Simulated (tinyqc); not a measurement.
Single-domain magnet: Stoner-Wohlfarth switching, Neel-Arrhenius retention, LLG dynamics and spin torque: one step, computed by the program tinyqc. Command: `OMP_NUM_THREADS=1 python tinyqc.py 3011560 3011561 out.jsonl macro walk`. One thread of a shared host (Intel(R) Xeon(R) Processor @ 2.30GHz), about 0.01 s of CPU time with the checks.

The moment is uniform, with unit vector m; z is the easy axis. mu_0 = 1.25663706212e-6 T m/A, gamma = 1.76085963023e11 rad/(s T).

Problem. Barrier in a tilted field. Energy over K_eff V: e(theta) = sin^2(theta) + 2 h cos(theta - psi) for m at the angle theta from +z and a field that points at psi from -z (it pulls m away from +z towards negative theta); h_sw = (cos^(2/3) psi + sin^(2/3) psi)^(-3/2). The metastable minimum and the saddle are the two roots of e'(theta) = sin(2 theta) - 2 h sin(theta - psi) on either side of theta_c = -arctan(tan^(1/3) psi).

Inputs (values chosen for the exercise, for a model magnet): temperature T = 398 K; field angle psi from the easy axis = 25 degrees; reversing field h = H/H_K = 0.14.

Shape: thin disc, easy axis normal to it.

stability factor Delta = 351.4358

Give: switching field h_sw; minimum theta; saddle theta; barrier / (K_eff V); barrier / (k_B T).

Solution.

switching field h_sw = 0.5445

minimum theta = -3.887 degrees

saddle theta = -82.24 degrees

barrier / (K_eff V) = 0.6490

barrier / (k_B T) = 228.1

The form (1 - h/h_sw)^n reproduces this barrier with n = 1.454; n is 2 for a field on the axis, and the approach to h_sw has the exponent 3/2 off the axis. Caution: a flat cylinder has a smaller N_z than the spheroid of the same t/d, so K_eff of a real disc is larger. Caution: a domain wall can cross the element at lower cost, so the single-domain barrier is an upper bound.
